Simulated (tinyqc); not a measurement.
Nucleation and growth of vacancy voids in a cooling silicon-like crystal: one step, computed by the program tinyqc. Command: `OMP_NUM_THREADS=1 python tinyqc.py 3017108 3017109 out.jsonl voids walk`. One thread of a shared host (Intel(R) Xeon(R) Processor @ 2.30GHz), about 0.8 s of CPU time with the checks.

Spherical voids; vacancies are lost only to voids.

Question. Nucleation rate at T with the initial excess. C_e = C_m exp[-(E_f/k_B)(1/T - 1/T_m)]; D = D0 exp(-E_m/(k_B T)); f = k_B T ln(C/C_e); r* = 2 gamma/(rho f); W* = 16 pi gamma^3/(3 rho^2 f^2); Z = f/sqrt(12 pi W* k_B T); I = rho Z (4 pi r* D C) exp(-W*/(k_B T)).

Inputs (values chosen for the exercise, for a model crystal):
```
quantity                                    value    unit
vacancy density at the melting point C_m  4.1e+14  1/cm^3
formation energy E_f                         4.27      eV
melting point T_m                            1685       K
diffusion prefactor D0                     0.0015  cm^2/s
migration energy E_m                         0.48      eV
site density rho                            5e+22  1/cm^3
void surface energy gamma                   0.884   J/m^2
temperature of the worked step T             1370       K
```

initial excess C = 8.308550e+13 1/cm^3

Constants: k_B = 8.617333262e-05 eV/K; k_B = 1.380649e-23 J/K; e = 1.602176634e-19 C.

Give: C_e; D; driving force f; critical radius r*; W*/(k_B T); rate I.

Answer.

C_e = 4.746e+11 1/cm^3

D = 2.572e-05 cm^2/s

driving force f = 0.6098 eV

critical radius r* = 0.3619 nm

W*/(k_B T) = 25.64

rate I = 5.894e+13 1/(cm^3 s)

Cooling by 10 K multiplies I by 7.0: nucleation switches on within a narrow range of temperature. Caution: at such a rate voids would have used up the initial excess before the crystal cooled to this T.
